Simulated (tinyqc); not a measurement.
Changing the length of each stressor S: stress in a transistor channel from embedded alloy regions, liners and fins, by half-space elasticity. Computed by tinyqc, a small Python program. Command: `OMP_NUM_THREADS=1 python tinyqc.py 3029963 3029964 out.jsonl stressor sweep`. One thread of a shared host (Intel(R) Xeon(R) Processor @ 2.30GHz), about 0.07 s of CPU time with the checks.

Plane strain in an isotropic half-space, the same constants everywhere; x along the channel from its centre, y downwards from the free surface; stress is positive in tension.

Inputs (values chosen for the exercise, modelled on silicon):
```
quantity                          value  unit
alloy fraction x                  0.011     -
lattice change per unit x, beta  -0.438     -
Young's modulus E                   170   GPa
Poisson ratio nu                   0.27     -
channel length L                     76    nm
recess depth d                       15    nm
depth of the field point y          1.1    nm
```

Stressor: Si(1-x)C(x) source and drain.

Method. Misfit e = beta x. A fully constrained inclusion holds the stress -p with p = E e/(1 - 2 nu); a blanket film would hold -E e/(1 - nu) in the plane. A line element dA of misfit at (a, c) in the half-space gives, with C = E e/(2 pi (1 - nu)), X = x - a, r1^2 = X^2 + (y - c)^2, r2^2 = X^2 + Y^2, Y = y + c: s_xx = -C dA {[X^2 - (y - c)^2]/r1^4 + 3 [X^2 - Y^2]/r2^4 + 4 y Y (Y^2 - 3 X^2)/r2^6}, s_yy = C dA {[X^2 - (y - c)^2]/r1^4 - [X^2 - Y^2]/r2^4 + 4 y Y (Y^2 - 3 X^2)/r2^6}. These are integrated over two rectangles, L/2 < |a| < L/2 + S, 0 < c < d (closed form in a, 200 Gauss-Legendre points in c).

One run for each value:
```
length of each stressor S (nm)  s_xx (MPa)  s_xx over the blanket-film stress
10                                  101.42                            0.09040
18                                  159.08                            0.14178
32                                  230.38                            0.20533
56                                  305.24                            0.27205
100                                 376.30                            0.33538
180                                 432.72                            0.38567
320                                 471.01                            0.41979
560                                 495.00                            0.44117
1000                                510.18                            0.45471
```

Over the rows, s_xx (MPa) rises from 101 to 510 (exponent d ln y / d ln x 0.77 between the first rows and 0.052 between the last); s_xx over the blanket-film stress rises from 0.0904 to 0.455 (exponent d ln y / d ln x 0.77 between the first rows and 0.052 between the last). The stress approaches its limit slowly as S grows beyond d and L, since the far wall matters less and less.
